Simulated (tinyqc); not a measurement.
Worked calculation: RHF in the sto-6g basis, for HeH+, spin multiplicity 1. Computed by tinyqc, a small Python program that keeps every step (integrals from PySCF). Settings: charge = 1, multiplicity = 1, basis = sto-6g, energy threshold = 1e-09, iteration cap = 59, orthogonalisation = canonical, start = random, DIIS depth = 0, damping = 0.5, method = RHF. Command: `OMP_NUM_THREADS=1 python tinyqc.py 27594 27595 out.jsonl` (the two numbers bound the seeds that draw the settings). One thread of a shared host (Intel(R) Xeon(R) Processor @ 2.60GHz), about 0.05 s of CPU time with the checks. Later iterations appear only in the table of the cycle.

## One-electron integrals

Geometry (angstrom):
```
atom         x         y         z
He    0.000000  0.000000  0.000000
H     0.000000  0.000000  1.101000
```

Basis sto-6g: exponents (1/bohr^2) and contraction coefficients of normalised primitives:
```
element  l (shell)   exponent  coefficient
He           s (1)  65.984568     0.009164
He           s (1)  12.098198     0.049361
He           s (1)   3.384640     0.168538
He           s (1)   1.162715     0.370563
He           s (1)   0.451516     0.416492
He           s (1)   0.185959     0.130334
H            s (1)  35.523221     0.009164
H            s (1)   6.513144     0.049361
H            s (1)   1.822143     0.168538
H            s (1)   0.625955     0.370563
H            s (1)   0.243077     0.416492
H            s (1)   0.100112     0.130334
```

Overlap, kinetic and nuclear-attraction integrals over the contracted functions; the nuclear repulsion is the sum of Za Zb / Rab.

nuclear repulsion = 0.96126650 hartree

overlap S:
```
          1He 1s     2H 1s
1He 1s  1.000000  0.337079
2H 1s   0.337079  1.000000
```

kinetic energy T (hartree):
```
          1He 1s     2H 1s
1He 1s  1.427534  0.049528
2H 1s   0.049528  0.768522
```

nuclear attraction V (hartree):
```
           1He 1s      2H 1s
1He 1s  -3.857521  -0.877161
2H 1s   -0.877161  -2.181069
```

core Hamiltonian H = T + V (hartree):
```
           1He 1s      2H 1s
1He 1s  -2.429987  -0.827633
2H 1s   -0.827633  -1.412547
```

## Two-electron integrals

Functions are numbered as in S; the eight-fold symmetry (ij|kl) = (ji|kl) = (kl|ij) leaves the list below.

Two-electron integrals (ij|kl) in chemists' order, unique and non-zero (hartree):
```
(11|11) 1.056248   (21|11) 0.253639   (21|21) 0.080691   (22|11) 0.459370
(22|21) 0.201159   (22|22) 0.774999
```

## Orthogonalisation

S = U s U^T; canonical form X = U s^(-1/2), so that X^T S X = 1. Each column of U has its largest component positive (the first on a tie).

eigenvalues of S: 0.662921  1.337079

X:
```
                1         2
1He 1s   0.868468  0.611514
2H 1s   -0.868468  0.611514
```

## Starting guess

The start is random orthonormal orbitals; D = 2 C_occ C_occ^T.

D at the start:
```
          1He 1s     2H 1s
1He 1s  0.622626  0.739671
2H 1s   0.739671  0.878720
```

## Iteration 1: building the Fock matrix

J_ij = sum D_kl (ij|kl), K_ij = sum D_kl (ik|jl); F = H + J - 0.5 K; E = tr D H + tr D J / 2 - 0.25 tr D K + E_nn.

Coulomb J (hartree):
```
          1He 1s     2H 1s
1He 1s  1.436523  0.454054
2H 1s   0.454054  1.264606
```

exchange K (hartree):
```
          1He 1s     2H 1s
1He 1s  1.103770  0.734152
2H 1s   0.734152  1.028830
```

Fock matrix F (hartree):
```
           1He 1s      2H 1s
1He 1s  -1.545349  -0.740655
2H 1s   -0.740655  -0.662356
```

total energy of this density = -2.34795302 hartree

This density is the starting one.

## Iteration 1: diagonalisation and new density

Diagonalise F' = X^T F X, C = X C', fill 1 alpha and 1 beta electrons from the bottom; D = 2 C_occ C_occ^T; the new density keeps 0.5 of the old one (damping). Each column has its largest component positive (the first on a tie).

F' = X^T F X (hartree):
```
           1          2
1  -0.547874  -0.468940
2  -0.468940  -1.379506
```

orbital energies (hartree): MO1 -1.590434, MO2 -0.336946

coefficients C:
```
             MO1        MO2
1He 1s  0.913950  -0.541185
2H 1s   0.201440   1.042885
```

D after iteration 1:
```
          1He 1s     2H 1s
1He 1s  1.146618  0.553942
2H 1s   0.553942  0.479938
```

## Iteration 2: building the Fock matrix

As before.

Coulomb J (hartree):
```
          1He 1s     2H 1s
1He 1s  1.712584  0.476767
2H 1s   0.476767  1.121534
```

exchange K (hartree):
```
          1He 1s     2H 1s
1He 1s  1.530842  0.686533
2H 1s   0.686533  0.687334
```

Fock matrix F (hartree):
```
           1He 1s      2H 1s
1He 1s  -1.482823  -0.694133
2H 1s   -0.694133  -0.634679
```

total energy of this density = -2.61622347 hartree

This density is a damped mixture and is not idempotent.

## Iteration 2: diagonalisation and new density

As before.

F' = X^T F X (hartree):
```
           1          2
1  -0.550017  -0.450433
2  -0.450433  -1.310981
```

orbital energies (hartree): MO1 -1.520123, MO2 -0.340875

coefficients C:
```
             MO1        MO2
1He 1s  0.920383  -0.530172
2H 1s   0.188903   1.045228
```

D after iteration 2:
```
          1He 1s     2H 1s
1He 1s  1.420413  0.450834
2H 1s   0.450834  0.275653
```

## Iteration 31 (converged): orbitals

converged F (hartree):
```
           1He 1s      2H 1s
1He 1s  -1.411897  -0.636158
2H 1s   -0.636158  -0.601696
```

Diagonalise F' = X^T F X, C = X C', fill 1 alpha and 1 beta electrons from the bottom; D = 2 C_occ C_occ^T. Each column has its largest component positive (the first on a tie).

F' = X^T F X (hartree):
```
           1          2
1  -0.559099  -0.430282
2  -0.430282  -1.228764
```

orbital energies (hartree): MO1 -1.439143, MO2 -0.348720

coefficients C:
```
             MO1        MO2
1He 1s  0.930833  -0.511602
2H 1s   0.167898   1.048808
```

D after iteration 31:
```
          1He 1s     2H 1s
1He 1s  1.732900  0.312569
2H 1s   0.312569  0.056379
```

## Convergence

Stop when the energy changes by less than 1e-09 hartree and every element of the error matrix X^T (F D S - S D F) X is below 9e-06.

Course of the cycle:
```
iteration  E (hartree)     change  largest element of the error matrix
1          -2.34795302          -                             1.03e+00
2          -2.61622347  -2.68e-01                             5.07e-01
3          -2.74905209  -1.33e-01                             2.61e-01
4          -2.81533493  -6.63e-02                             1.38e-01
5          -2.84851855  -3.32e-02                             7.46e-02
6          -2.86514915  -1.66e-02                             4.10e-02
7          -2.87348464  -8.34e-03                             2.28e-02
8          -2.87766130  -4.18e-03                             1.28e-02
9          -2.87975329  -2.09e-03                             7.29e-03
10         -2.88080073  -1.05e-03                             4.18e-03
11         -2.88132499  -5.24e-04                             2.41e-03
12         -2.88158734  -2.62e-04                             1.40e-03
13         -2.88171859  -1.31e-04                             8.20e-04
14         -2.88178424  -6.57e-05                             4.82e-04
...                ...        ...                                  ...
18         -2.88184582  -4.11e-06                             5.99e-05
19         -2.88184787  -2.05e-06                             3.58e-05
20         -2.88184890  -1.03e-06                             2.14e-05
21         -2.88184941  -5.13e-07                             1.29e-05
22         -2.88184967  -2.57e-07                             7.74e-06
23         -2.88184980  -1.28e-07                             4.66e-06
24         -2.88184986  -6.42e-08                             2.81e-06
25         -2.88184990  -3.21e-08                             1.69e-06
26         -2.88184991  -1.60e-08                             1.02e-06
27         -2.88184992  -8.02e-09                             6.17e-07
28         -2.88184992  -4.01e-09                             3.73e-07
29         -2.88184993  -2.01e-09                             2.25e-07
30         -2.88184993  -1.00e-09                             1.36e-07
31         -2.88184993  -5.02e-10                             8.24e-08
```

PySCF RHF in the same basis = -2.88184993 hartree

Converged in 31 iterations.

## Populations, bond orders and dipole

Mulliken: Z minus the diagonal of D S on the atom; Loewdin: the same with S^(1/2) D S^(1/2); Mayer order: 2 sum_s sum (D(s) S)_ij (D(s) S)_ji over the two atoms.

Charges (e):
```
atom  Mulliken   Loewdin
1He   0.161740  0.210798
2H    0.838260  0.789202
```

Mayer bond orders:
```
pair     order
2-1   0.297320
```

dipole moment about the origin, x y z (debye): 0.000000  0.000000  4.547497
